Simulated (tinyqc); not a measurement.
Bethe-Salpeter matrix of a two-band square lattice (Tamm-Dancoff form): one step. The singlet matrix.

One valence and one conduction band, lattice period 1, mesh k = 2 pi j/N along each axis (first index slowest). Pair energies D(k) = Eg + 2 t sum(1 - cos k), t = tc + tv. Screened attraction W(R) = U at R = 0 and V/|R| otherwise, R over the N x N cells with the nearest image; W(q) = sum_R W(R) cos(q R). H(k, k') = D(k) delta - W(k - k')/Nk + 2 J/Nk for singlets (J = 0 for triplets), Nk the number of k points. With a constant transition dipole the strength of a state is f = (sum_k A_k)^2/Nk, and the f sum to 1.

Inputs chosen for the exercise:
- Eg = 4.6 eV (quasiparticle gap)
- tc = 0.12 eV (conduction hopping)
- tv = 0.15 eV (valence hopping)
- U = 1.55 eV (attraction in the same cell)
- V = 0 eV (attraction at one cell distance)
- J = 0.3 eV (exchange in the same cell)
- N = 3 (k points along each axis)

Task: Fill in H.

Give: H.

Result:

H (eV), lower triangle:
```
         j00      j01      j02      j10      j11      j12      j20      j21     j22
j00   4.4944
j01  -0.1056   5.3044
j02  -0.1056  -0.1056   5.3044
j10  -0.1056  -0.1056  -0.1056   5.3044
j11  -0.1056  -0.1056  -0.1056  -0.1056   6.1144
j12  -0.1056  -0.1056  -0.1056  -0.1056  -0.1056   6.1144
j20  -0.1056  -0.1056  -0.1056  -0.1056  -0.1056  -0.1056   5.3044
j21  -0.1056  -0.1056  -0.1056  -0.1056  -0.1056  -0.1056  -0.1056   6.1144
j22  -0.1056  -0.1056  -0.1056  -0.1056  -0.1056  -0.1056  -0.1056  -0.1056  6.1144
```

Computed by tinyqc, a small Python program: `OMP_NUM_THREADS=1 python tinyqc.py 1280124 1280125 out.jsonl` (the numbers bound the seed that draws the inputs); one thread of a shared host (Intel(R) Xeon(R) Processor @ 2.30GHz), about 1 s for the whole set of steps.
